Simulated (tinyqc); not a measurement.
Inside a calculation. Method: tight binding, dimerised chain. One step of it, computed by the program tinyqc.

Question. Open chain of 4 cells. The same hoppings without the wrap-around bond.

H of the open chain (eV):
```
           1          2          3          4          5          6          7          8
1   0.000000  -1.030000   0.000000   0.000000   0.000000   0.000000   0.000000   0.000000
2  -1.030000   0.000000  -1.510000   0.000000   0.000000   0.000000   0.000000   0.000000
3   0.000000  -1.510000   0.000000  -1.030000   0.000000   0.000000   0.000000   0.000000
4   0.000000   0.000000  -1.030000   0.000000  -1.510000   0.000000   0.000000   0.000000
5   0.000000   0.000000   0.000000  -1.510000   0.000000  -1.030000   0.000000   0.000000
6   0.000000   0.000000   0.000000   0.000000  -1.030000   0.000000  -1.510000   0.000000
7   0.000000   0.000000   0.000000   0.000000   0.000000  -1.510000   0.000000  -1.030000
8   0.000000   0.000000   0.000000   0.000000   0.000000   0.000000  -1.030000   0.000000
```

Give: levels; weights of the highest filled level on the sites.

Answer.

levels (eV): -2.3859  -1.9416  -1.2588  -0.1930  0.1930  1.2588  1.9416  2.3859

weights of the highest filled level on the sites: 0.3074  0.0108  0.1331  0.0487  0.0487  0.1331  0.0108  0.3074

The bulk gap runs from -0.4800 to 0.4800 eV; 2 level(s) of this chain lie inside it: end states, which need the weaker bond inside the cell and a chain longer than their decay length.
